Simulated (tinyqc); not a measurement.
Worked calculation: empirical pseudopotential in a few plane waves. One step of it, computed by the program tinyqc.

Task: Bloch Hamiltonian at G. Basis: the 15 shortest G (labels in 2 pi/a), the same at every k. H(G,G') = c |k + G|^2 delta + VS(|G-G'|^2) cos((G-G').tau) + i VA sin((G-G').tau), tau = a/8 (1,1,1); 1 Ry = 13.605693 eV.

Parameters chosen for this model: fcc lattice, atoms at +/- a/8 (1,1,1); form factors in rydberg at |G|^2 in units of (2 pi/a)^2:
```
parameter                 value      unit
a                      5.270000  angstrom
VS(3)                 -0.192000        Ry
VS(8)                  0.001000        Ry
VS(11)                 0.042000        Ry
VA(3)                  0.088000        Ry
VA(4)                  0.030000        Ry
VA(11)                 0.024000        Ry
hbar^2/2m (2 pi/a)^2   5.415785        eV
```

k point G (2 pi / a): [0, 0, 0]

Give: H(k) at G.

Result:

H(k) at G (eV):
```
               +0+0+0         -1-1-1         -1-1+1         -1+1-1
+0+0+0          0.000   1.847+0.847i  -1.847+0.847i  -1.847+0.847i
-1-1-1   1.847-0.847i         16.247   0.000-0.408i   0.000-0.408i
-1-1+1  -1.847-0.847i   0.000+0.408i         16.247          0.014
-1+1-1  -1.847-0.847i   0.000+0.408i          0.014         16.247
-1+1+1  -1.847+0.847i         -0.014   0.000+0.408i   0.000+0.408i
+1-1-1  -1.847-0.847i   0.000+0.408i          0.014          0.014
+1-1+1  -1.847+0.847i         -0.014   0.000+0.408i          0.000
+1+1-1  -1.847+0.847i         -0.014          0.000   0.000+0.408i
+1+1+1   1.847+0.847i          0.000         -0.014         -0.014
-2+0+0   0.000-0.408i  -1.847+0.847i  -1.847-0.847i  -1.847-0.847i
+0-2+0   0.000-0.408i  -1.847+0.847i  -1.847-0.847i   0.404-0.231i
+0+0-2   0.000-0.408i  -1.847+0.847i   0.404-0.231i  -1.847-0.847i
+0+0+2   0.000+0.408i  -0.404-0.231i   1.847+0.847i  -0.404+0.231i
+0+2+0   0.000+0.408i  -0.404-0.231i  -0.404+0.231i   1.847+0.847i
+2+0+0   0.000+0.408i  -0.404-0.231i  -0.404+0.231i  -0.404+0.231i

               -1+1+1         +1-1-1         +1-1+1         +1+1-1
+0+0+0  -1.847-0.847i  -1.847+0.847i  -1.847-0.847i  -1.847-0.847i
-1-1-1         -0.014   0.000-0.408i         -0.014         -0.014
-1-1+1   0.000-0.408i          0.014   0.000-0.408i          0.000
-1+1-1   0.000-0.408i          0.014          0.000   0.000-0.408i
-1+1+1         16.247          0.000          0.014          0.014
+1-1-1          0.000         16.247   0.000-0.408i   0.000-0.408i
+1-1+1          0.014   0.000+0.408i         16.247          0.014
+1+1-1          0.014   0.000+0.408i          0.014         16.247
+1+1+1   0.000+0.408i         -0.014   0.000+0.408i   0.000+0.408i
-2+0+0   1.847-0.847i   0.404-0.231i  -0.404-0.231i  -0.404-0.231i
+0-2+0  -0.404-0.231i  -1.847-0.847i   1.847-0.847i  -0.404-0.231i
+0+0-2  -0.404-0.231i  -1.847-0.847i  -0.404-0.231i   1.847-0.847i
+0+0+2  -1.847+0.847i  -0.404+0.231i  -1.847+0.847i   0.404+0.231i
+0+2+0  -1.847+0.847i  -0.404+0.231i   0.404+0.231i  -1.847+0.847i
+2+0+0   0.404+0.231i   1.847+0.847i  -1.847+0.847i  -1.847+0.847i

               +1+1+1         -2+0+0         +0-2+0         +0+0-2
+0+0+0   1.847-0.847i   0.000+0.408i   0.000+0.408i   0.000+0.408i
-1-1-1          0.000  -1.847-0.847i  -1.847-0.847i  -1.847-0.847i
-1-1+1         -0.014  -1.847+0.847i  -1.847+0.847i   0.404+0.231i
-1+1-1         -0.014  -1.847+0.847i   0.404+0.231i  -1.847+0.847i
-1+1+1   0.000-0.408i   1.847+0.847i  -0.404+0.231i  -0.404+0.231i
+1-1-1         -0.014   0.404+0.231i  -1.847+0.847i  -1.847+0.847i
+1-1+1   0.000-0.408i  -0.404+0.231i   1.847+0.847i  -0.404+0.231i
+1+1-1   0.000-0.408i  -0.404+0.231i  -0.404+0.231i   1.847+0.847i
+1+1+1         16.247  -0.404-0.231i  -0.404-0.231i  -0.404-0.231i
-2+0+0  -0.404+0.231i         21.663          0.014          0.014
+0-2+0  -0.404+0.231i          0.014         21.663          0.014
+0+0-2  -0.404+0.231i          0.014          0.014         21.663
+0+0+2  -1.847-0.847i         -0.014         -0.014          0.000
+0+2+0  -1.847-0.847i         -0.014          0.000         -0.014
+2+0+0  -1.847-0.847i          0.000         -0.014         -0.014

               +0+0+2         +0+2+0         +2+0+0
+0+0+0   0.000-0.408i   0.000-0.408i   0.000-0.408i
-1-1-1  -0.404+0.231i  -0.404+0.231i  -0.404+0.231i
-1-1+1   1.847-0.847i  -0.404-0.231i  -0.404-0.231i
-1+1-1  -0.404-0.231i   1.847-0.847i  -0.404-0.231i
-1+1+1  -1.847-0.847i  -1.847-0.847i   0.404-0.231i
+1-1-1  -0.404-0.231i  -0.404-0.231i   1.847-0.847i
+1-1+1  -1.847-0.847i   0.404-0.231i  -1.847-0.847i
+1+1-1   0.404-0.231i  -1.847-0.847i  -1.847-0.847i
+1+1+1  -1.847+0.847i  -1.847+0.847i  -1.847+0.847i
-2+0+0         -0.014         -0.014          0.000
+0-2+0         -0.014          0.000         -0.014
+0+0-2          0.000         -0.014         -0.014
+0+0+2         21.663          0.014          0.014
+0+2+0          0.014         21.663          0.014
+2+0+0          0.014          0.014         21.663
```
